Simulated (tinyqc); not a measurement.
Gaps across the alloy: alloy A(1-x)B(x) by interpolation with bowing.

Each gap follows E(x) = (1 - x) E_A + x E_B - C x (1 - x); the lattice constant follows Vegard, a(x) = (1 - x) a_A + x a_B.

Constants: hc = 1239.841984 eV nm.

Parameters, chosen for this exercise (A near Si, B near Ge; shifted at random, so the results belong to these values and not to a real crystal):
- a = (5.427, 5.654) angstrom (lattice constant of A, B)
- Eg = (4.234, 0.897) eV (gap at Gamma to the s-like level of A, B)
- EgX = (1.156, 0.935) eV (gap to the lowest valley along Gamma-X of A, B)
- EgL = (2.102, 0.734) eV (gap to L of A, B)
- C = (0.191, 0.192, 0) eV (bowing of the Gamma, X and L gaps)

Eleven compositions.

Gaps (eV):

| x | a (angstrom) | Gamma | X | L | lowest | wavelength (nm) |
|---|---|---|---|---|---|---|
| 0.0 | 5.4270 | 4.234 | 1.156 | 2.102 | X | 1073 |
| 0.1 | 5.4497 | 3.883 | 1.117 | 1.965 | X | 1110 |
| 0.2 | 5.4724 | 3.536 | 1.081 | 1.828 | X | 1147 |
| 0.3 | 5.4951 | 3.193 | 1.049 | 1.692 | X | 1181 |
| 0.4 | 5.5178 | 2.853 | 1.022 | 1.555 | X | 1214 |
| 0.5 | 5.5405 | 2.518 | 0.998 | 1.418 | X | 1243 |
| 0.6 | 5.5632 | 2.186 | 0.977 | 1.281 | X | 1269 |
| 0.7 | 5.5859 | 1.858 | 0.961 | 1.144 | X | 1290 |
| 0.8 | 5.6086 | 1.534 | 0.948 | 1.008 | X | 1307 |
| 0.9 | 5.6313 | 1.214 | 0.940 | 0.871 | L | 1424 |
| 1.0 | 5.6540 | 0.897 | 0.935 | 0.734 | L | 1689 |

The lowest valley changes at x = 0.847 (X to L, gap 0.944 eV). The Gamma gap is monotonic, since its bowing (0.191 eV) is smaller than the difference of the end gaps (3.337 eV); at x = 0.5 bowing lowers it by C/4 = 0.048 eV.

tinyqc: `OMP_NUM_THREADS=1 python tinyqc.py 1051123 1051124 out.jsonl`; about 0.01 s, one thread, shared Intel(R) Xeon(R) Processor @ 2.30GHz.
